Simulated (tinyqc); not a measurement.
Surface photovoltage measurement of the minority-carrier diffusion length in a wafer: one step, computed by the program tinyqc. Command: `OMP_NUM_THREADS=1 python tinyqc.py 3130446 3130447 out.jsonl spv walk`. One thread of a shared host (Intel(R) Xeon(R) Processor @ 2.30GHz), about 0.01 s of CPU time with the checks.

Low injection, steady light, a depletion layer much thinner than 1/alpha and L. The excess density dn is taken at the front edge of the neutral region; light that reaches the back is lost.

Problem. One wavelength. alpha = (84.732/lambda - 76.417)^2 per cm with lambda in micrometre (an empirical fit for silicon between 0.7 and 1.05 micrometre). Thick wafer: dn = Phi L/((S_f + D/L)(L + 1/alpha)). Finite wafer, with s = S_b L/D, w = W/L, a = alpha L: dn = [Phi a/(a^2 - 1)] [a - B - exp(-alpha W)(a - s)/(cosh w + s sinh w)]/(S_f + B D/L), B = (sinh w + s cosh w)/(cosh w + s sinh w). Photovoltage V = (k_B T/e) ln(1 + dn/n_0). Lifetime = L^2/D.

Inputs (values chosen for the exercise, modelled on p-type silicon at room temperature):
```
quantity                                             value        unit
diffusion length L                                      96  micrometre
wafer thickness W                                      625  micrometre
diffusivity D                                         28.6      cm^2/s
front recombination velocity S_f                      2500        cm/s
back recombination velocity S_b                     420000        cm/s
photon flux entering                               1.4e+11  1/(cm^2 s)
minority density at the surface barrier scale n_0  2.4e+08      1/cm^3
temperature T                                          298           K
wavelength                                             878          nm
```

Constants: k_B = 8.617333262e-05 eV/K.

Give: alpha; penetration depth 1/alpha; dn, thick wafer; B; dn, finite wafer; photovoltage V; lifetime.

Solution.

alpha = 403.6 1/cm

penetration depth 1/alpha = 24.78 micrometre

dn, thick wafer = 2.031e+07 1/cm^3

B = 1.000

dn, finite wafer = 2.031e+07 1/cm^3

photovoltage V = 2.086 mV

lifetime = 3.222 microsecond
